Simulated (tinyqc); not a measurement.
MOS structure on a p-type body, non-linear Poisson equation by Newton steps: one step of the calculation.

One dimension, insulator interface at x = 0, acceptor density Na, uniform, net doping C = -(acceptor density). psi is counted from the intrinsic level: n = ni exp((psi - Vb)/Vt), p = ni exp(-psi/Vt); deep in the body psi_b = -Vt ln(Na/ni). The gate acts through Cox = eps0 eox/tox and has the potential psi_G = Vg - (phiM - chi - Vt ln(Nc/ni)). Boltzmann statistics, full ionisation, classical densities, no oxide or interface charge.

Task. Converged densities and sheet charges. n and p as above; box widths w_i (half boxes at both ends); band bending psi_0 - psi_b; N_inv = sum w n; N_dep = -sum w (p + C); centroid sum w n x/N_inv; gate charge Cox (psi_G - psi_0)/q.

Values chosen for this exercise; band and dielectric values close to those of silicon:
- T = 250 K (temperature)
- Eg = 1.14 eV (band gap)
- Nc = 2.11e19 cm^-3 (conduction-band density of states at T)
- Nv = 1.98e19 cm^-3 (valence-band density of states at T)
- chi = 3.98 eV (electron affinity)
- eox = 21.6 (relative permittivity of the gate insulator (close to hafnium oxide))
- tox = 11 nm (insulator thickness)
- phiM = 4.47 eV (gate work function)
- Vb = 0 V (electron quasi-Fermi potential against the body)
- Vg = 0.68 V (gate voltage against the body)

Constants: q = 1.602176634e-19 C, kB = 1.380649e-23 J/K, Vt = kB T/q, eps0 = 8.8541878128e-14 F/cm where lengths are in cm. Results are converted to the units shown.

```
node,x (nm),converged psi (V),net doping C (cm^-3)
0,0,0.56111748,-1.1e16
1,0.8,0.54136338,-1.1e16
2,2.11,0.52040820,-1.1e16
3,4.25,0.49771840,-1.1e16
4,7.76,0.47142552,-1.1e16
5,13.5,0.43737050,-1.1e16
6,22.9,0.38747952,-1.1e16
7,38.3,0.31017895,-1.1e16
8,63.5,0.19233572,-1.1e16
9,105,0.02141956,-1.1e16
10,172,-0.19372040,-1.1e16
11,283,-0.38491231,-1.1e16
12,464,-0.40717518,-1.1e16
13,761,-0.40783606,-1.1e16
```

ni = 6.6035818e7 cm^-3

Give: n; p; band bending; N_inv; N_dep; centroid of the electrons; gate charge over q.

Result.

```
node,n (cm^-3),p (cm^-3)
0,1.353e19,3.222e-4
1,5.410e18,8.061e-4
2,2.045e18,0.002132
3,7.134e17,0.006112
4,2.105e17,0.02071
5,4.333e16,0.1006
6,4.276e15,1.020
7,1.182e14,36.88
8,4.978e11,8759
9,1.785e8,2.443e7
10,8214,5.309e11
11,1.149,3.796e15
12,0.4088,1.067e16
13,0.3964,1.100e16
```

band bending = 0.9690 V
N_inv = 1.802e12 cm^-2
N_dep = 3.634e11 cm^-2
centroid of the electrons = 1.879 nm
gate charge over q = 2.166e12 cm^-2

N_inv + N_dep is within 0.01 % of the gate charge.

Range of the model: On a fine mesh the surface electron density exceeds 0.3 Nc, so degeneracy and confinement would lower the charge and push it away from the interface.

tinyqc, about 0.3 s, one thread, Intel Xeon 2.30GHz (shared host): `OMP_NUM_THREADS=1 python tinyqc.py 2080088 2080089 out.jsonl`
